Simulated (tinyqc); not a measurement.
# Hot electrons in a saturated n-channel MOSFET, lucky-electron model: effects of single changes

Beyond pinch-off the lateral field grows as Esat cosh(y/l) over the velocity-saturated region (pseudo-two-dimensional model). Impact ionisation in this region gives the substrate current, which biases the body forward through Rsub. Currents are per width. Local-field laws: they overstate ionisation when the field peak is narrower than an energy relaxation length.

Values chosen for this exercise; values close to those of silicon n-channel devices: channel length L = 0.25 um; oxide thickness tox = 5 nm; junction depth xj = 87 nm; threshold VT = 0.49 V; effective mobility mu = 320 cm^2/(V s); saturation velocity vs = 7.8e6 cm/s; ionisation prefactor Ai = 2e6 1/cm; ionisation field Bi = 1.75 MV/cm; resistance of the lightly doped drain Rd = 0 ohm um; substrate resistance Rsub = 17000 ohm um; fall of VT per volt of forward body bias kb = 0.44; lifetime exponent m = 3; lifetime constant Hl = 2700 s uA/um; drain voltage Vd = 2.1 V; gate voltage Vg = 1.2 V.

Constants: eps0 = 8.8541878128e-14 F/cm where lengths are in cm. Results are converted to the units shown.

Each table varies one quantity; the others keep the values above.

## Effect of the resistance of the lightly doped drain

Cox = 3.9 eps0/tox, l = sqrt(3 tox xj), Esat = 2 vs/mu. Overdrive g = Vg - VT + kb Vb; Vdsat = g Esat L/(g + Esat L); Id = Cox vs (g - Vdsat); dV = Vd - Id Rd - Vdsat; Em = sqrt((dV/l)^2 + Esat^2); Isub = Id (Ai/Bi) l Em exp(-Bi/Em). Vb = Rsub Isub is solved self-consistently. Lifetime tau = (Hl/Id)(Isub/Id)^(-m); 1 year = 3.15576e7 s.

Effect of the resistance of the lightly doped drain:
```
Rd (ohm um),Id (uA/um),Em (MV/cm),Isub (uA/um),Isub/Id,tau (years)
0,156.15,0.45471,6.2463,0.040002,0.0085599
150,155.06,0.44865,5.8102,0.037470,0.010488
300,154.05,0.44265,5.4020,0.035067,0.012880
500,152.79,0.43475,4.8974,0.032052,0.017005
800,151.11,0.42305,4.2167,0.027905,0.026057
1200,149.17,0.40770,3.4330,0.023013,0.047059
1600,147.55,0.39255,2.7703,0.018776,0.087608
```

Read the table: what changes, and by how much?

As Rd goes from 0 to 1600 ohm um, Em falls from 0.455 to 0.393 MV/cm, Isub falls from 6.25 to 2.77 uA/um and tau rises from 0.00856 to 0.0876 years. From the first row to the last, log10(tau) changes by 1.0: 0.99 from (Isub/Id)^(-m), which holds Em and l, and 0.025 from 1/Id. The price is 0.236 V dropped over Rd in the last row.

## Effect of the channel length

Same model as above.

Effect of the channel length:
```
L (um),Id (uA/um),Em (MV/cm),Isub (uA/um),Isub/Id,tau (years)
0.12,257.2,0.4893,14.54,0.05651,0.001843
0.18,197.3,0.4696,9.212,0.04669,0.004260
0.25,156.1,0.4547,6.246,0.04000,0.008560
0.35,120.9,0.4410,4.161,0.03442,0.01736
0.5,90.68,0.4286,2.703,0.02981,0.03561
0.71,67.35,0.4186,1.779,0.02641,0.06898
1,49.77,0.4108,1.192,0.02395,0.1252
```

As L goes from 0.12 to 1 um, Em falls from 0.489 to 0.411 MV/cm, Isub falls from 14.5 to 1.19 uA/um and tau rises from 0.00184 to 0.125 years. From the first row to the last, log10(tau) changes by 1.8: 1.1 from (Isub/Id)^(-m), which holds Em and l, and 0.71 from 1/Id. At L = 0.12 um the saturated region takes over 60 % of L, so using the full L in Vdsat is rough.

## Effect of the drain voltage

Same model as above.

Effect of the drain voltage:
```
Vd (V),Id (uA/um),Em (MV/cm),Isub (uA/um),Isub/Id,tau (years)
1.3,141.0,0.2406,0.09712,6.887e-4,1858
1.46,141.6,0.2839,0.3491,0.002465,40.33
1.61,142.9,0.3245,0.8700,0.006088,2.653
1.77,145.4,0.3675,1.885,0.01297,0.2699
1.93,149.5,0.4101,3.547,0.02373,0.04283
2.09,155.7,0.4521,6.056,0.03890,0.009336
2.24,164.1,0.4908,9.403,0.05731,0.002771
2.4,176.8,0.5312,14.38,0.08131,9.001e-4
```

Read the table: what changes, and by how much?

As Vd goes from 1.3 to 2.4 V, Em rises from 0.241 to 0.531 MV/cm, Isub rises from 0.0971 to 14.4 uA/um and tau falls from 1860 to 9.00e-4 years. The slope of ln(tau) against 1/Vd is 45.4 V between the first two rows and 37.8 V between the last two; ten years are last met at Vd = 1.46 V among the rows. At Vd = 1.3 V tau is a far extrapolation that only says that hot carriers are no limit.

tinyqc, about 0.01 s, one thread, Intel Xeon 2.30GHz (shared host): `OMP_NUM_THREADS=1 python tinyqc.py 2550158 2550159 out.jsonl`
